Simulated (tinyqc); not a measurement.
Strain-driven crossing of the Gamma and L valleys in a germanium-like crystal alloyed with tin: one step. Band edges. Two cases, with inputs chosen for the exercise.

Problem. Give the edges and the direct and indirect gaps from the top valence edge.

Edges from the unstrained valence top: Gamma at Eg + ac tr(e); an L valley with unit axis u at EgL + aL tr(e) + XuL (u.e.u - tr(e)/3), u along [111], [1-1-1], [-11-1], [-1-11]; valence edges are the levels of the 6 x 6 matrix of X, Y, Z times spin with -Dso/3 + l exx + m (eyy + ezz) on the diagonal (cyclic), n exy off it, l = av + 2 b, m = av - b, n = sqrt(3) d. Spin-orbit term (Dso/3) L.sigma on X, Y, Z with (L_k)_ij = -i epsilon_kij: <X+|H|Y+> = -i Dso/3, <X+|H|Z-> = Dso/3, <Y+|H|Z-> = -i Dso/3, <Z+|H|X-> = -Dso/3, <Z+|H|Y-> = i Dso/3, <X-|H|Y-> = i Dso/3, and their conjugates; + and - are the spin along z.

With tin the unstrained gaps become E(y) = (1 - y) E + y EgS - CS y (1 - y); all other values are kept.

Case 1.

Values chosen (near those of Ge, gaps at low temperature; the results hold for these values, not for the real material):
- Eg = 0.9 eV (gap at Gamma to the s-like level)
- EgL = 0.743 eV (gap to L)
- Dso = 0.295 eV (spin-orbit splitting)
- ac = -8.15 eV (conduction deformation potential)
- av = 1.24 eV (valence hydrostatic potential)
- b = -2.56 eV (tetragonal shear potential)
- d = -5.26 eV (trigonal shear potential)
- aL = -1.5 eV (hydrostatic potential of the L edge, Xd + Xu/3)
- XuL = 17.07 eV (uniaxial potential, L)
- y = 0.026 (tin fraction)
- EgS = (-0.401, 0.081) eV (Gamma and L gaps of the tin end)
- CS = (2.65, 0.85) eV (bowing of the Gamma and L gaps)

strain tensor in the cubic axes:
```
            x           y            z
x  0.02110000  0.00000000   0.00000000
y  0.00000000  0.02110000   0.00000000
z  0.00000000  0.00000000  -0.01608711
```

Case 2.

Values chosen (near those of Ge, gaps at low temperature; the results hold for these values, not for the real material):
- Eg = 0.913 eV (gap at Gamma to the s-like level)
- EgL = 0.746 eV (gap to L)
- Dso = 0.294 eV (spin-orbit splitting)
- ac = -8.38 eV (conduction deformation potential)
- av = 1.23 eV (valence hydrostatic potential)
- b = -2.6 eV (tetragonal shear potential)
- d = -5.25 eV (trigonal shear potential)
- aL = -1.67 eV (hydrostatic potential of the L edge, Xd + Xu/3)
- XuL = 16.2 eV (uniaxial potential, L)
- y = 0.12 (tin fraction)
- EgS = (-0.396, 0.081) eV (Gamma and L gaps of the tin end)
- CS = (2.13, 0.73) eV (bowing of the Gamma and L gaps)

strain tensor in the cubic axes:
```
             x           y           z
x  -0.02810000  0.00000000  0.00000000
y   0.00000000  0.00763210  0.00000000
z   0.00000000  0.00000000  0.00763210
```

Give: Gamma edge; L edges; valence edges from the top; direct and indirect gap.

Solution.

Case 1.

Gamma edge = 0.5862 eV

L edges (eV): [111] 0.6651, [1-1-1] 0.6651, [-11-1] 0.6651, [-1-11] 0.6651

valence edges from the top (eV): 0.1695  -0.0628  -0.3046

direct and indirect gap (eV): 0.4167  0.4956

The gap is direct: Gamma lies 79 meV below the lowest L valley. The top two valence edges are 232 meV apart.

Case 2.

Gamma edge = 0.6386 eV

L edges (eV): [111] 0.6105, [1-1-1] 0.6105, [-11-1] 0.6105, [-1-11] 0.6105

valence edges from the top (eV): 0.1175  -0.1087  -0.3502

direct and indirect gap (eV): 0.5210  0.4930

The gap is indirect: Gamma lies 28 meV above the lowest L valley. The top two valence edges are 226 meV apart.

Computed by tinyqc, one run a case: `OMP_NUM_THREADS=1 python tinyqc.py N N+1 out.jsonl` with N = 1050259, 1050297; one thread of a shared Intel(R) Xeon(R) Processor @ 2.30GHz, about 0.01 s a run at most.
